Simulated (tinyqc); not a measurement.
From results back to parameters: armchair graphene nanoribbon in tight binding. Two cases, with inputs chosen for the exercise.

Problem. For an armchair ribbon without edge correction the gap is 2t times the smallest |1 + 2 cos(p pi/(N + 1))|, p = 1 to N. The gap below belongs to a hidden N between 3 and 40.

Find: N; family.

Case 1.

Values chosen (out of a larger set: near those used for graphene; not measured data): t = 2.7 eV (hopping).

gap = 0.43130 eV

Solution.

N = 22

family: 3p+1

Near c = -1/2 the gap is about 2 pi t/(sqrt3 (N + 1)), which gives N + 1 = 22.7; the exact formula gives 0.43892, 0.43130 and 0.00000 eV for N = 21, 22 and 23.

Case 2.

Values chosen (out of a larger set: near those used for graphene; not measured data): t = 2.94 eV (hopping).

gap = 0.37152 eV

Solution.

N = 28

family: 3p+1

Near c = -1/2 the gap is about 2 pi t/(sqrt3 (N + 1)), which gives N + 1 = 28.7; the exact formula gives 0.37670, 0.37152 and 0.00000 eV for N = 27, 28 and 29.

Computed by tinyqc, one run a case: `OMP_NUM_THREADS=1 python tinyqc.py N N+1 out.jsonl` with N = 1451197, 1451466; one thread of a shared Intel(R) Xeon(R) Processor @ 2.30GHz, about 0.04 s a run at most.
